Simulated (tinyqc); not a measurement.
# Free and trapped electrons in a MOS channel with a dense trap tail: two studies

p-type body, charge-sheet picture, full ionisation (an idealisation for deep acceptors), Boltzmann statistics for free electrons. e = Ec - EF at the surface. Acceptor-like traps of density D(E) = D0 + De exp(-E/Ew) at depth E below Ec, from 0 to Eu, hold n_t = integral of D(E)/(1 + exp((e - E)/Vt)). psi = Eg - Vt ln(Nv/Na) - e; N_dep = sqrt(2 eps0 eps_r Na (psi - Vt)/q); n_f = sqrt(N_dep^2 + 2 eps0 eps_r Vt Nc exp(-e/Vt)/q) - N_dep; Vg = Vfb + psi + q (N_dep + n_t + n_f)/Cox, Cox = eps0 eox/tox.

Inputs (values chosen for the exercise); band and dielectric values close to those of 4H silicon carbide:
- T = 300 K (temperature)
- Eg = 3.2 eV (band gap)
- eps_r = 9.62 (relative permittivity)
- Nc = 1.68e19 cm^-3 (conduction-band density of states at T)
- Nv = 2.54e19 cm^-3 (valence-band density of states at T)
- eox = 3.9 (relative permittivity of the insulator)
- tox = 63 nm (insulator thickness)
- Na = 1.6e17 cm^-3 (acceptor density)
- Vfb = -2.46 V (flat-band voltage without trapped charge)
- D0 = 1.6e11 cm^-2 eV^-1 (constant background density of acceptor-like traps)
- De = 1.7e13 cm^-2 eV^-1 (density of the tail at the conduction edge)
- Ew = 0.06 eV (decay energy of the tail)
- Eu = 0.8 eV (depth below Ec down to which the traps reach)
- mf = 160 cm^2/(V s) (mobility of free electrons)

Constants: q = 1.602176634e-19 C, kB = 1.380649e-23 J/K, Vt = kB T/q, eps0 = 8.8541878128e-14 F/cm where lengths are in cm. Results are converted to the units shown.

Each table varies one quantity; the others keep the values above.

## Free and trapped charge against gate voltage

Free share n_f/(n_f + n_t); swing ln 10 n_f/(dn_f/dVg); field-effect mobility mf q (dn_f/dVg)/Cox, for a constant mf; oxide field q (N_dep + n_t + n_f)/(eps0 eox).

Free and trapped charge against gate voltage:
```
Vg (V)	e (eV)	n_f (cm^-2)	n_t (cm^-2)	free share (%)	swing (mV/decade)	field-effect mobility (cm^2/(V s))	oxide field (MV/cm)
6.7	0.3636	8.420e5	7.312e10	0.001152	167.1	0.005427	1.025
8	0.1116	1.373e10	3.198e11	4.116	820.4	18.02	1.191
9.4	0.05024	1.421e11	6.261e11	18.49	2248	68.06	1.403
10.7	0.02299	3.858e11	8.075e11	32.33	3970	104.7	1.605
12	0.005508	7.099e11	9.156e11	43.67	6045	126.5	1.809
13.3	-0.007142	1.080e12	9.812e11	52.40	8388	138.7	2.013
14.6	-0.01700	1.476e12	1.023e12	59.07	1.092e4	145.6	2.218
16	-0.02565	1.919e12	1.053e12	64.58	1.377e4	150.1	2.439
17.3	-0.03242	2.340e12	1.072e12	68.59	1.651e4	152.6	2.644
```

n_f reaches 1e11 cm^-2 at Vg = 9.09 V, against 7.43 V without traps. The free share rises from 0.00115 to 68.6 % and the field-effect mobility rises from 0.00543 to 153 cm^2/(V s), although mf = 160 is constant: in the last row 95.4 % of Cox dVg goes into free electrons. The swing in the first row is 167 mV a decade (Vt ln 10 = 59.5). For Vg = 9.4, 10.7, 12, 13.3, 14.6, 16, 17.3 EF lies less than 2 Vt below the band edge, or above it, where degeneracy and confinement, left out, matter.

## Effect of the decay energy of the tail

VT is the Vg for n_f = 1e11 cm^-2; swing ln 10 n_f/(dn_f/dVg) at n_f = 1e8 cm^-2; the last three columns are for Vg = VT + 5 V, with free share n_f/(n_f + n_t) and field-effect mobility mf q (dn_f/dVg)/Cox; there EF is near the band edge, where Boltzmann statistics are rough.

Effect of the decay energy of the tail:
```
Ew (eV)	e at VT (eV)	VT (V)	q n_t/Cox at VT (V)	swing (mV/decade)	n_f (cm^-2)	free share (%)	field-effect mobility (cm^2/(V s))
0.03	0.05959	8.172	0.7446	161.0	1.467e12	72.97	148.6
0.05	0.05959	8.742	1.315	196.1	1.357e12	61.46	144.8
0.07	0.05959	9.455	2.028	278.8	1.285e12	52.38	142.0
0.09	0.05959	10.25	2.824	394.8	1.235e12	45.29	140.0
0.11	0.05959	11.10	3.669	525.5	1.198e12	39.73	138.3
0.13	0.05959	11.97	4.541	659.0	1.171e12	35.32	137.1
0.15	0.05959	12.85	5.424	788.4	1.149e12	31.77	136.0
0.17	0.05959	13.73	6.306	910.8	1.132e12	28.87	135.1
```

As Ew goes from 0.03 to 0.17, VT rises from 8.17 to 13.7 V, its part due to traps rises from 0.745 to 6.31 V, the swing rises from 161 to 911 mV/decade and the field-effect mobility falls from 149 to 135 cm^2/(V s).

Numbers from tinyqc (`OMP_NUM_THREADS=1 python tinyqc.py 2222140 2222141 out.jsonl`; about 0.02 s on one thread of a shared Intel Xeon 2.30GHz).
